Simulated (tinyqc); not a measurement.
Q-state Potts model on a small periodic square lattice: enumeration, Metropolis, heat-bath and Wolff steps: one step, computed by the program tinyqc. Command: `OMP_NUM_THREADS=1 python tinyqc.py 3110692 3110693 out.jsonl potts walk`. One thread of a shared host (Intel(R) Xeon(R) Processor @ 2.30GHz), about 0.05 s of CPU time with the checks.

E = -J x (number of nearest-neighbour bonds with equal states); n x n sites with periodic edges have 2 n^2 bonds. Order parameter m = (q f - 1)/(q - 1), f being the largest share of one state. Sites are numbered row by row from 0. Here q = 3 and n = 3.

Problem. Eight single-site steps. Site = floor(r1 n^2). Trial state = (old + 1 + floor(r2 (q - 1))) mod q; it is accepted if r3 < min(1, exp(K db)), db the change in equal bonds.

Inputs (values chosen for the exercise, for a model of domains or grain orientations): temperature T = 682 K.

Update: Metropolis.

start states:
```
   1  2  3
1  0  2  2
2  2  1  1
3  2  1  0
```

random numbers, one row a step:
```
        1       2       3
1  0.9481  0.6599  0.1700
2  0.6266  0.7484  0.7097
3  0.6973  0.8633  0.0532
4  0.6959  0.2526  0.2401
5  0.8595  0.3057  0.1970
6  0.1459  0.0904  0.9200
7  0.7645  0.8105  0.7318
8  0.3802  0.9416  0.1638
```

K = 0.7486786

Give: the table «Steps» with the columns old, trial, db, acceptance, new; states afterwards.

Solution.

Steps:

| site | old | trial | db | acceptance | new |
|---|---|---|---|---|---|
| 8 | 0 | 2 | 2 | 1.0000 | 2 |
| 5 | 1 | 0 | -1 | 0.4730 | 1 |
| 6 | 2 | 1 | -1 | 0.4730 | 1 |
| 6 | 1 | 2 | 1 | 1.0000 | 2 |
| 7 | 1 | 2 | 2 | 1.0000 | 2 |
| 1 | 2 | 0 | -1 | 0.4730 | 2 |
| 6 | 2 | 1 | -3 | 0.1058 | 2 |
| 3 | 2 | 1 | 1 | 1.0000 | 1 |

states afterwards:
```
   1  2  3
1  0  2  2
2  1  1  1
3  2  2  2
```
